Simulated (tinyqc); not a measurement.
Substrate current against gate voltage: lateral field, substrate current, probability of reaching the oxide barrier and hot-carrier lifetime of a silicon transistor (pseudo-two-dimensional and lucky-electron models). Computed by tinyqc, a small Python program. Command: `OMP_NUM_THREADS=1 python tinyqc.py 3023479 3023480 out.jsonl hotcar walk`. One thread of a shared host (Intel(R) Xeon(R) Processor @ 2.30GHz), about 0.01 s of CPU time with the checks.

Local-field models: a lucky carrier gains its energy at the peak field over a path free of collisions. Voltages are magnitudes.

Inputs (values chosen for the exercise, modelled on a silicon n-channel): channel length L = 1700 nm; oxide thickness t = 34 nm; junction depth x_j = 490 nm; mobility mu = 380 cm^2/(V s); saturation velocity v_s = 0.86 1e7 cm/s; threshold voltage V_T = 0.52 V; drain voltage V_D = 9.9 V; ionisation prefactor A_i = 2.3e+06 1/cm; ionisation field B_i = 1.7 MV/cm; hot-carrier mean free path lambda = 8.7 nm; oxide barrier phi_b = 3.1 eV; interface-trap threshold phi_it = 3.7 eV; lifetime constant H = 20 s microampere/micrometre.

Drain: abrupt.

Constants: eps_0 = 8.8541878128e-12 F/m.

Method:
- C_ox = 3.9 eps_0/t; F_sat = 2 v_s/mu; V_Dsat = V_ov F_sat L/(V_ov + F_sat L), V_ov = V_G - V_T; I_D/W = C_ox v_s (V_ov - V_Dsat).
- Scale length l = 0.22 t^(1/3) x_j^(1/2) (all in cm); F_m = sqrt(((V_D - V_Dsat)/l_e)^2 + F_sat^2), with l_e = l; length of the velocity-saturated region l_e ln((V_D - V_Dsat)/(l_e F_sat) + F_m/F_sat).
- Substrate current I_sub/I_D = (A_i/B_i)(V_D - V_Dsat) exp(-B_i/F_m); probability of reaching the oxide barrier exp(-phi_b/(e lambda F_m)); lifetime tau = (H/(I_D/W)) exp(phi_it/(e lambda F_m)).

At the given drain voltage:
```
V_G (V)  V_Dsat (V)  I_D/W (microampere/micrometre)  F_m (kV/cm)  I_sub/W (microampere/micrometre)     tau (s)
1.0          0.4518                            2.46       410.51                            0.5005  2.5649e+05
1.6          0.9471                           11.61       389.26                            1.7841  9.5735e+04
2.4          1.5109                           32.24       365.09                            3.4768  7.1060e+04
3.4          2.0956                           68.51       340.05                            4.8774  7.8865e+04
4.7          2.7086                          128.52       313.83                            5.5529  1.1950e+05
6.2          3.2678                          210.69       289.96                            5.3745  2.2248e+05
7.8          3.7408                          309.13       269.80                            4.7257  4.5362e+05
9.3          4.1008                          408.70       254.49                            4.0265  8.8580e+05
11.0         4.4370                          527.82       240.22                            3.2940  1.8511e+06
```

What does the comparison show, and why?

I_sub peaks at V_G = 4.7 V, 0.47 V_D: a higher gate voltage brings more carriers but raises V_Dsat and so lowers F_m. The shortest lifetime among the rows lies at V_G = 2.4 V, below that of the largest I_sub, since tau depends more steeply on the field.

Extremes, crossings and ranges named in words are read from the listed rows.
